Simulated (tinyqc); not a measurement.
Coulomb enhancement above the gap: Wannier exciton and Elliott formula.

Values chosen for the exercise (out of a larger set: near those of Ge at its direct gap; not measured data): xs = (0.039, 0.3, 0.41, 1, 6.6, 13, 36, 100) ((E - Eg)/Ry*).

Ry* = 1.4714 meV

With x = (E - Eg)/Ry* and y = pi/sqrt(x): S3 = y exp(y)/sinh(y), and S2 = exp(y)/cosh(y). Free-pair absorption goes as sqrt(x) in three dimensions and is constant in two.

Factors:
```
x        E - Eg (meV)  sqrt(x)      S3  S3 sqrt(x)     S2
0.039            0.06    0.197  31.816       6.283  2.000
0.30             0.44    0.548  11.472       6.283  2.000
0.41             0.60    0.640   9.813       6.284  2.000
1.0              1.47    1.000   6.295       6.295  1.996
6.6              9.71    2.569   2.678       6.879  1.840
13              19.13    3.606   2.112       7.617  1.702
36              52.97    6.000   1.613       9.680  1.480
1.0e+02        147.14   10.000   1.347      13.468  1.304
```

In three dimensions the product tends to 2 pi = 6.283 at the edge (6.283 in the first row), so the square-root onset becomes a step. Even 147 meV above the gap the enhancement is 1.35; it decays only as 1 + pi/sqrt(x) = 1.31. In two dimensions it never exceeds 2 and has fallen to 1.30.

Program tinyqc; command `OMP_NUM_THREADS=1 python tinyqc.py 1281732 1281733 out.jsonl`; about 0.01 s on one thread of a shared Intel(R) Xeon(R) Processor @ 2.30GHz.
